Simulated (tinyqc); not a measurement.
Site energy and hopping from one surface Green function.

Inverse problem. A semi-infinite chain with site energy e0 and hopping -t has g_s = 1/(E - e0 - t^2 g_s). Inside the band |g_s| = 1/t and Re g_s = (E - e0)/(2 t^2). Find t and e0.

g_s at E = -6.21 eV = -0.27572016-0.24729052i 1/eV

Answer. t = 1/|g_s|, and e0 = E - 2 t^2 Re g_s.

t = 2.70 eV
e0 = -2.19 eV

Computed by the program tinyqc: `OMP_NUM_THREADS=1 python tinyqc.py 2680034 2680035 out.jsonl`, one thread of a shared Intel Xeon 2.30GHz, about 0.05 s for the whole run.
